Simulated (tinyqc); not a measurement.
# Worked calculation: MOS inversion layer, Poisson-Schroedinger loop

tinyqc, about 0.6 s, one thread, Intel Xeon 2.30GHz (shared host): `OMP_NUM_THREADS=1 python tinyqc.py 2160025 2160026 out.jsonl` Printed values are rounded.

Electrons confined at an insulator interface at z = 0, treated as a hard wall; parabolic valleys, Hartree approximation, no image or exchange terms. The depletion charge lies far deeper than the electrons and gives a uniform field q Nd/(eps0 eps_r); the gate balances all charge. Energies are counted from the band edge at the interface.

Inputs (values chosen for the exercise); masses and permittivity close to those of 4H silicon carbide (0001): temperature T = 300 K; relative permittivity eps_r = 9.85; mass along z of valley set A (3 valley(s)) mz1 = 0.335 m0; in-plane density-of-states mass of set A md1 = 0.424 m0; sheet density of electrons Ns = 6e12 cm^-2; sheet density of depletion charge Nd = 1e12 cm^-2; mesh step hz = 0.65 nm; mixing factor a = 0.7.

Constants: q = 1.602176634e-19 C, kB = 1.380649e-23 J/K, hbar = 1.054571817e-34 J s, m0 = 9.1093837015e-31 kg, Vt = kB T/q, eps0 = 8.8541878128e-14 F/cm where lengths are in cm, hbar^2/(2 m0) = 0.0380998212 eV nm^2. Results are converted to the units shown.

## Fixed part of the potential

```
node,z (nm)
1,0.65
2,1.3
3,1.95
4,2.6
5,3.25
6,3.9
7,4.55
8,5.2
9,5.85
10,6.5
11,7.15
12,7.8
13,8.45
14,9.1
15,9.75
16,10.4
```

V0 = q Nd z/(eps0 eps_r) in eV.

```
node,fixed potential V0 (eV)
1,0.0119409
2,0.0238819
3,0.0358228
4,0.0477638
5,0.0597047
6,0.0716457
7,0.0835866
8,0.0955276
9,0.1074685
10,0.1194095
11,0.1313504
12,0.1432914
13,0.1552323
14,0.1671733
15,0.1791142
16,0.1910552
```

## Round 1: levels and probability densities

```
node,self-consistent potential U at the start (eV)
1,0
2,0
3,0
4,0
5,0
6,0
7,0
8,0
9,0
10,0
11,0
12,0
13,0
14,0
15,0
16,0
```

Tridiagonal Hamiltonian with psi = 0 one step beyond both ends: H_ii = C (1/m_(i-1/2) + 1/m_(i+1/2))/hz^2 + V0_i + U_i, H_(i,i+1) = -C/(m_(i+1/2) hz^2), C = hbar^2/(2 m0). The lowest 2 level(s) are kept, normalised to hz sum |psi|^2 = 1. The mass is the same on all intervals.

levels (eV): A1 0.0784842, A2 0.1368927

```
node,|psi|^2 of A1 (1/nm),|psi|^2 of A2 (1/nm)
1,0.0649031,0.0633606
2,0.1994019,0.1494505
3,0.3000296,0.1289972
4,0.3160077,0.0387627
5,0.2625411,0.0009355
6,0.1822294,0.0621424
7,0.1092530,0.1661040
8,0.0578166,0.2353470
9,0.0274205,0.2382853
10,0.0117856,0.1916738
11,0.0046290,0.1289038
12,0.0016707,0.0744557
13,0.0005547,0.0373208
14,0.0001676,0.0160448
15,0.0000436,0.0055352
16,0.0000075,0.0011424
```

## Round 1: Fermi level and occupations

Level k holds N_k = D_k Vt ln(1 + exp((EF - E_k)/Vt)) with D = 3 md1 m0 q/(pi hbar^2) per eV (spin included); EF is fixed by sum N_k = Ns.

EF = 0.05921957 eV
N_k (cm^-2): A1 5.335520e12, A2 6.644797e11

## Round 1: density, output potential and mixing

n_i = sum_k N_k |psi_k|^2 (converted to cm^-3). Hartree part by Gauss: on the interval before node i the electrons still beyond are S_i = Ns - hz sum_(j<i) n_j, and U_i = U_(i-1) + q S_i hz/(eps0 eps_r) in eV, U_0 = 0 at the interface. Mixing: U(new) = U + a (U(out) - U).

```
node,n (1e19 cm^-3),U(out) (eV),U after round 1 (eV)
1,0.388394,0.0716457,0.0501520
2,1.163220,0.1402768,0.0981938
3,1.686530,0.1998795,0.1399156
4,1.711822,0.2463919,0.1724743
5,1.401415,0.2796179,0.1957325
6,1.013581,0.3019666,0.2113766
7,0.693294,0.3164483,0.2215138
8,0.464865,0.3255489,0.2278842
9,0.304638,0.3310414,0.2317290
10,0.190246,0.3341694,0.2339186
11,0.110352,0.3358208,0.2350745
12,0.058388,0.3366156,0.2356310
13,0.027759,0.3369573,0.2358701
14,0.011556,0.3370836,0.2359585
15,0.003911,0.3371201,0.2359841
16,0.000799,0.3371263,0.2359884
```

## Course of the self-consistent loop

Start from U = 0. Stop when the largest |U(out) - U| is below 1e-7 eV, or after 120 rounds.

Course of the iteration:
```
round,level A1 (eV),EF (eV),largest |U(out) - U| (eV)
1,0.07848419,0.05921957,0.337
2,0.2212827,0.2052258,0.0351
3,0.2374981,0.2207066,0.0139
4,0.2457288,0.2289198,3.17e-3
5,0.2476780,0.2308439,9.52e-4
6,0.2482849,0.2314502,2.54e-4
7,0.2484465,0.2316108,7.48e-5
8,0.2484954,0.2316597,2.17e-5
9,0.2485092,0.2316734,6.41e-6
10,0.2485133,0.2316776,1.88e-6
11,0.2485145,0.2316788,5.56e-7
12,0.2485148,0.2316791,1.64e-7
13,0.2485149,0.2316792,4.86e-8
```

Converged in 13 rounds. Towards the end the residual shrinks by a factor of about 0.30 a round.

## Converged levels, occupations and centroid

```
node,converged U (eV)
1,0.0716456
2,0.1326098
3,0.1731672
4,0.1959501
5,0.2077282
6,0.2137310
7,0.2168606
8,0.2185215
9,0.2193911
10,0.2198258
11,0.2200285
12,0.2201153
13,0.2201488
14,0.2201601
15,0.2201632
16,0.2201637
```

Solve for the levels with V0 + U, find EF, n_i = sum_k N_k |psi_k|^2 (in cm^-3); share of each level N_k/Ns; centroid sum n z/sum n.

levels (eV): A1 0.2485149, A2 0.3365531
EF = 0.2316792 eV
shares (%): A1 96.07181, A2 3.92819

```
node,n (1e19 cm^-3)
1,1.376194
2,2.629197
3,2.290045
4,1.417856
5,0.744088
6,0.370173
7,0.189222
8,0.101958
9,0.056034
10,0.029884
11,0.014933
12,0.006863
13,0.002866
14,0.001065
15,0.000329
16,0.000063
```

centroid = 1.997419 nm

An 800-node mesh to 18 nm with 8 levels a set gives A1 = 0.2514 eV, EF = 0.2345 eV and a centroid of 2.049 nm; the levels kept above hold 99.5 % of the electrons there. The coarse centroid is 2.5 % below the fine one.

## Closed-form estimates

Triangular well: E_k = a_k (C F^2/mz)^(1/3), a_1 = 2.338107, a_2 = 4.087949, C = hbar^2/(2 m0), F in eV/nm. Fang-Howard (all electrons in the lowest level of set A): b^3 = 6 (mz1/C) q (Nd + 11 Ns/32)/(eps0 eps_r), centroid 3/b, level C b^2/(4 mz1) + (3/b) q (Nd + 11 Ns/16)/(eps0 eps_r). Use F = q (Nd + Ns)/(eps0 eps_r), the surface field, and F = q (Nd + Ns/2)/(eps0 eps_r).

A1 with the surface field = 0.2886065 eV
A1 with Nd + Ns/2 = 0.1987379 eV
A2 with Nd + Ns/2 = 0.3474736 eV
b = 1.437115 1/nm
Fang-Howard centroid = 2.087515 nm
Fang-Howard level = 0.2552612 eV

Against the self-consistent A1 = 0.2514 eV on a fine mesh, the surface-field estimate is 15 % above it, the half-charge one 21 % below it and Fang-Howard 1.6 % above it. A1 holds 96.0 % of the electrons, and the Fang-Howard centroid is 1.9 % above the full one.
